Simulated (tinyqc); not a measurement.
CIS on RHF in the sto-6g basis, for H3+, spin multiplicity 1, step by step. Computed by tinyqc, a small Python program that keeps every step (integrals from PySCF). Settings: charge = 1, multiplicity = 1, basis = sto-6g, method = RHF, energy threshold = 1e-10, iteration cap = 57, orthogonalisation = symmetric, start = atomic densities, DIIS depth = 6. Command: `OMP_NUM_THREADS=1 python tinyqc.py 27386 27387 out.jsonl` (the two numbers bound the seeds that draw the settings). One thread of a shared host (Intel(R) Xeon(R) Processor @ 2.60GHz), about 0.04 s of CPU time with the checks. The early iterations of the SCF are left out here.

## One-electron integrals

Geometry (angstrom):
```
atom       x       y       z
H     0.0000  0.0000  0.0000
H     0.0000  0.0000  1.2060
H     0.0000  1.0440  0.6030
```

Basis sto-6g: exponents (1/bohr^2) and contraction coefficients of normalised primitives:
```
element  l (shell)  exponent  coefficient
H            s (1)   35.5232       0.0092
H            s (1)    6.5131       0.0494
H            s (1)    1.8221       0.1685
H            s (1)    0.6260       0.3706
H            s (1)    0.2431       0.4165
H            s (1)    0.1001       0.1303
```

Overlap, kinetic and nuclear-attraction integrals over the contracted functions; the nuclear repulsion is the sum of Za Zb / Rab.

nuclear repulsion = 1.316630 hartree

overlap S, order 1H 1s, 2H 1s, 3H 1s:
```
[[1.0000, 0.3844, 0.3846],
 [0.3844, 1.0000, 0.3846],
 [0.3846, 0.3846, 1.0000]]
```

kinetic energy T (hartree), order 1H 1s, 2H 1s, 3H 1s:
```
[[0.7685, 0.0530, 0.0531],
 [0.0530, 0.7685, 0.0531],
 [0.0531, 0.0531, 0.7685]]
```

nuclear attraction V (hartree), order 1H 1s, 2H 1s, 3H 1s:
```
[[-2.1055, -0.7437, -0.7441],
 [-0.7437, -2.1055, -0.7441],
 [-0.7441, -0.7441, -2.1056]]
```

core Hamiltonian H = T + V (hartree), order 1H 1s, 2H 1s, 3H 1s:
```
[[-1.3369, -0.6907, -0.6911],
 [-0.6907, -1.3369, -0.6911],
 [-0.6911, -0.6911, -1.3371]]
```

## Two-electron integrals

Functions are numbered as in S; the eight-fold symmetry (ij|kl) = (ji|kl) = (kl|ij) leaves the list below.

Two-electron integrals (ij|kl) in chemists' order, unique and non-zero (hartree):
```
(11|11) 0.7750   (21|11) 0.2249   (21|21) 0.0899   (22|11) 0.4162
(22|21) 0.2249   (22|22) 0.7750   (31|11) 0.2250   (31|21) 0.0788
(31|22) 0.1703   (31|31) 0.0900   (32|11) 0.1703   (32|21) 0.0788
(32|22) 0.2250   (32|31) 0.0789   (32|32) 0.0900   (33|11) 0.4163
(33|21) 0.1703   (33|22) 0.4163   (33|31) 0.2250   (33|32) 0.2250
(33|33) 0.7750
```

## Orthogonalisation

S = U s U^T; symmetric (Loewdin) form X = U s^(-1/2) U^T, so that X^T S X = 1.

eigenvalues of S: [0.6153, 0.6156, 1.7691]

X, order 1H 1s, 2H 1s, 3H 1s:
```
[[1.1004, -0.1742, -0.1743],
 [-0.1742, 1.1004, -0.1743],
 [-0.1743, -0.1743, 1.1004]]
```

## Iteration 8 (converged): orbitals

converged F (hartree), order 1H 1s, 2H 1s, 3H 1s:
```
[[-0.6429, -0.5594, -0.5596],
 [-0.5594, -0.6429, -0.5596],
 [-0.5596, -0.5596, -0.6430]]
```

Diagonalise F' = X^T F X, C = X C', fill 1 alpha and 1 beta electrons from the bottom; D = 2 C_occ C_occ^T. Each column has its largest component positive (the first on a tie).

F' = X^T F X (hartree):
```
[[-0.4223, -0.2867, -0.2869],
 [-0.2867, -0.4223, -0.2869],
 [-0.2869, -0.2869, -0.4223]]
```

orbital energies (hartree): [-0.9960, -0.1356, -0.1353]

coefficients C, order 1H 1s, 2H 1s, 3H 1s:
```
[[0.4340, 0.9012, -0.5205],
 [0.4340, -0.9012, -0.5205],
 [0.4341, 0.0000, 1.0408]]
```

D after iteration 8, order 1H 1s, 2H 1s, 3H 1s:
```
[[0.3768, 0.3768, 0.3769],
 [0.3768, 0.3768, 0.3769],
 [0.3769, 0.3769, 0.3770]]
```

## Convergence

Stop when the energy changes by less than 1e-10 hartree and every element of the error matrix X^T (F D S - S D F) X is below 3e-06.

Course of the cycle:
```
iteration  E (hartree)     change  largest element of the error matrix
1            -0.671223          -                             2.41e-05
2            -1.216231  -5.45e-01                             2.19e-05
3            -1.216231  -4.84e-10                             1.04e-05
4            -1.216231  -4.64e-11                             8.48e-06
5            -1.216231  -2.23e-11                             7.39e-06
6            -1.216231  -1.35e-11                             6.65e-06
7            -1.216231  -9.21e-12                             6.09e-06
8            -1.216231  -4.82e-11                             2.37e-11
```

PySCF RHF in the same basis = -1.216231 hartree

Converged in 8 iterations.

## Integrals over molecular orbitals

(pq|rs) = sum C_ip C_jq C_kr C_ls (ij|kl), one index at a time.

one-electron integrals over orbitals h = C^T H C (hartree):
```
[[-1.5369, 0.0000, 0.0000],
 [0.0000, -1.0497, 0.0000],
 [0.0000, 0.0000, -1.0496]]
```

Two-electron integrals over orbitals (pq|rs), unique and non-zero (hartree):
```
(11|11) 0.5410     (21|21) 0.1467     (22|11) 0.5304     (22|22) 0.6221
(31|11) 4.43e-05   (31|22) -0.1034    (31|31) 0.1467     (32|21) -0.1035
(32|32) 0.0812     (33|11) 0.5305     (33|22) 0.4599     (33|31) 0.1034
(33|33) 0.6222
```

## CIS matrix, singlets

A(ia,jb) = (e_a - e_i) d_ij d_ab + 2 (ia|jb) - (ij|ab).

CIS matrix A, singlet (hartree), order 1>2, 1>3:
```
[[0.6233, 0.0000],
 [0.0000, 0.6235]]
```

## CIS singlet states

dipole integrals <i|r|a> (bohr), order 1>2, 1>3:
```
[[0.0000, 0.0000, -1.0630],
 [0.0000, 1.0628, 0.0000]]
```

Diagonalise A (1 hartree = 27.211386 eV); each vector has its largest component positive (the first on a tie). The transition dipole is mu = sqrt2 sum c_ia <i|r|a>.

singlet excitation energies (eV): [16.9608, 16.9666]

lowest vectors, order 1>2, 1>3:
```
[[1.0000, 0.0000],
 [0.0000, 1.0000]]
```

oscillator strengths 2/3 w |mu|^2: [0.9390, 0.9390]

## CIS matrix, triplets

A(ia,jb) = (e_a - e_i) d_ij d_ab - (ij|ab).

CIS matrix A, triplet (hartree), order 1>2, 1>3:
```
[[0.3299, 0.0000],
 [0.0000, 0.3301]]
```

## CIS triplet states

Diagonalise A (1 hartree = 27.211386 eV); each vector has its largest component positive (the first on a tie).

triplet excitation energies (eV): [8.9783, 8.9838]

lowest vectors, order 1>2, 1>3:
```
[[1.0000, 0.0000],
 [0.0000, 1.0000]]
```
